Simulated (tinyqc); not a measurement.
What each parameter does: Weaire-Thorpe hybrids on a Bethe lattice: gap and dangling bond of an amorphous tetrahedral solid.

Four sp3 hybrids an atom at energy 0, coupled by -V1 on the atom and by -V2 along a bond; the bonds form a tree (no rings). For any network the gap runs at least from -V2 + V1 to V2 - 3 V1, and p-like states pile up at -V2 + V1 and V2 + V1. On the tree the gap is wider: it ends at Ec = -V1 + sqrt(V2^2 + 4 V1^2 - 2 sqrt3 V1 V2), which makes it well wider than the gaps of the real glasses. A branch seen from a hybrid has the self-energy S = V2^2 g, where g is the Green function of the hybrid across the bond, whose three partners carry S themselves. With a = z - V1, b = a - S: g = 1/(a + V1 b/(b + 3 V1)), z = E + i eta. A full atom has G = (1/b)(b + 3 V1)/(b + 4 V1) per hybrid; a dangling hybrid with shift dh has G = 1/(1/g - dh).

Parameters, chosen for this exercise (out of a larger set: of the size of tabulated hybrid energies for amorphous silicon; not measured data): V1 = 1.85 eV (coupling of two hybrids on one atom); V2 = 4.43 eV (coupling of the two hybrids of a bond); dh = -0.26 eV (shift of the dangling hybrid (rehybridisation)).

Ev = -V2 + V1, conduction edge of the tree -V1 + sqrt(V2^2 + 4 V1^2 - 2 sqrt3 V1 V2), and the level that solves 1/g(E) = dh for eta = 0.

Results for these values:
```
case  Ev (eV)  Ec (eV)  level (eV)  weight
base  -2.5800   0.3692     -0.1301   0.522
```

What happens to each result for V1 = 1.77 eV, all else kept?

Answer: Ev falls from -2.5800 to -2.6600; Ec rises from 0.3692 to 0.4648; level falls from -0.1301 to -0.1408; weight rises from 0.522 to 0.561.

The same for each parameter in turn:
```
case           Ev (eV)  Ec (eV)  level (eV)  weight
base           -2.5800   0.3692     -0.1301   0.522
V1 = 1.77 eV   -2.6600   0.4648     -0.1408   0.561
V2 = 4.58 eV   -2.7300   0.4554     -0.1381   0.550
dh = -0.36 eV  -2.5800   0.3692     -0.1831   0.537
```

Program tinyqc; command `OMP_NUM_THREADS=1 python tinyqc.py 1480138 1480139 out.jsonl`; about 0.02 s on one thread of a shared Intel(R) Xeon(R) Processor @ 2.30GHz.
